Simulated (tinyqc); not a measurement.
# Changing the wavelength

Model: surface photovoltage measurement of the minority-carrier diffusion length in a wafer. Computed by tinyqc, a small Python program. Command: `OMP_NUM_THREADS=1 python tinyqc.py 3130381 3130382 out.jsonl spv sweep`. One thread of a shared host (Intel(R) Xeon(R) Processor @ 2.30GHz), about 0.01 s of CPU time with the checks.

Low injection, steady light, a depletion layer much thinner than 1/alpha and L. The excess density dn is taken at the front edge of the neutral region; light that reaches the back is lost.

Inputs (values chosen for the exercise, modelled on p-type silicon at room temperature):

| quantity | value | unit |
|---|---|---|
| diffusion length L | 190 | micrometre |
| wafer thickness W | 300 | micrometre |
| diffusivity D | 26.7 | cm^2/s |
| front recombination velocity S_f | 18000 | cm/s |
| back recombination velocity S_b | 1000 | cm/s |
| photon flux entering | 8.2e+12 | 1/(cm^2 s) |
| minority density at the surface barrier scale n_0 | 9.2e+08 | 1/cm^3 |
| temperature T | 298 | K |

Constants: k_B = 8.617333262e-05 eV/K.

Method:
- alpha = (84.732/lambda - 76.417)^2 per cm with lambda in micrometre (an empirical fit for silicon between 0.7 and 1.05 micrometre).
- Thick wafer: dn = Phi L/((S_f + D/L)(L + 1/alpha)). Finite wafer, with s = S_b L/D, w = W/L, a = alpha L: dn = [Phi a/(a^2 - 1)] [a - B - exp(-alpha W)(a - s)/(cosh w + s sinh w)]/(S_f + B D/L), B = (sinh w + s cosh w)/(cosh w + s sinh w).
- Photovoltage V = (k_B T/e) ln(1 + dn/n_0). Lifetime = L^2/D.

One run for each value:

| wavelength (nm) | dn, finite wafer (1/cm^3) | penetration depth 1/alpha (micrometre) | dn, thick wafer (1/cm^3) |
|---|---|---|---|
| 780 | 4.0289e+08 | 9.64 | 4.0217e+08 |
| 811 | 3.9690e+08 | 12.70 | 3.9609e+08 |
| 842 | 3.8870e+08 | 17.05 | 3.8776e+08 |
| 874 | 3.7681e+08 | 23.73 | 3.7566e+08 |
| 905 | 3.6026e+08 | 33.76 | 3.5880e+08 |
| 936 | 3.3603e+08 | 50.24 | 3.3420e+08 |
| 968 | 2.9766e+08 | 80.93 | 2.9634e+08 |
| 999 | 2.3951e+08 | 141.73 | 2.4203e+08 |
| 1030 | 1.5728e+08 | 292.50 | 1.6640e+08 |

Over the rows, dn, finite wafer (1/cm^3) falls from 4.03e8 to 1.57e8 (exponent d ln y / d ln x -0.38 between the first rows and -14 between the last); penetration depth 1/alpha (micrometre) rises from 9.64 to 292 (exponent d ln y / d ln x 7.1 between the first rows and 24 between the last); dn, thick wafer (1/cm^3) falls from 4.02e8 to 1.66e8 (exponent d ln y / d ln x -0.39 between the first rows and -12 between the last).

Extremes, crossings and ranges named in words are read from the listed rows.
